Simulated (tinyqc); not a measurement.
Relaxation at fixed composition: composition and strain of an epitaxial Si(1-x)Ge(x) layer from Raman and X-ray peaks. Computed by tinyqc, a small Python program. Command: `OMP_NUM_THREADS=1 python tinyqc.py 3018226 3018227 out.jsonl epiraman walk`. One thread of a shared host (Intel(R) Xeon(R) Processor @ 2.30GHz), about 0.01 s of CPU time with the checks.

A (001) layer, biaxially strained in the plane. The Raman peaks follow empirical lines omega = w0 + c1 x + c3 x^3 + b eps (c3 for Si-Ge alone), with eps the in-plane strain.

Inputs (values chosen for the exercise, modelled on silicon-germanium): Ge fraction x = 0.61; lattice constant of Si = 5.431 angstrom; lattice constant of Ge = 5.658 angstrom; bowing B = 0.029 angstrom; 2 C12/C11 of Si = 0.776; 2 C12/C11 of Ge = 0.753; Si-Si: w0 = 521 1/cm; Si-Si: c1 = -63.9 1/cm; Si-Si: strain coefficient b = -780 1/cm; Ge-Ge: w0 = 280.5 1/cm; Ge-Ge: c1 = 19.8 1/cm; Ge-Ge: strain coefficient b = -439 1/cm; X-ray wavelength = 1.540598 angstrom.

Substrate: silicon.

Method:
- Relaxed lattice constant a(x) = a_Si + (a_Ge - a_Si) x - B x (1 - x).
- In-plane constant a_par = a_sub + R (a(x) - a_sub); eps = a_par/a(x) - 1; eps_perp = -(2 C12/C11) eps with 2 C12/C11 linear in x; a_perp = a(x) (1 + eps_perp).
- (004) Bragg angle theta = arcsin(2 lambda/a), with a = a_perp for the layer and a_sub for the substrate; separation = layer less substrate. The apparent x is the one that a fully strained layer (R = 0) would need to give the same a_perp.

Signatures; columns: (1) R; (2) eps (per mille); (3) Si-Si (1/cm); (4) Ge-Ge (1/cm); (5) a_perp (angstrom); (6) (004) separation (arcsec); (7) apparent x if R = 0 is assumed:
```
(1)       (2)     (3)     (4)     (5)      (6)      (7)
0.00  -23.653  500.47  302.96  5.6628  -5762.7  0.61000
0.15  -20.105  497.70  301.40  5.6478  -5406.4  0.57301
0.30  -16.557  494.94  299.85  5.6327  -5047.7  0.53570
0.50  -11.826  491.25  297.77  5.6127  -4565.8  0.48545
0.70   -7.096  487.56  295.69  5.5926  -4079.8  0.43462
0.85   -3.548  484.79  294.14  5.5776  -3712.4  0.39609
1.00    0.000  482.02  292.58  5.5626  -3342.7  0.35721
```

Full relaxation moves the Si-Si peak by -18.45 per cm and shrinks the X-ray separation to 58 % of its strained value, about 1/(1 + 2 C12/C11). A symmetric reflection alone cannot part x from R: a relaxed layer read as strained gives x = 0.357 in place of 0.61. An asymmetric reflection or a second peak is needed.

Extremes, crossings and ranges named in words are read from the listed rows.
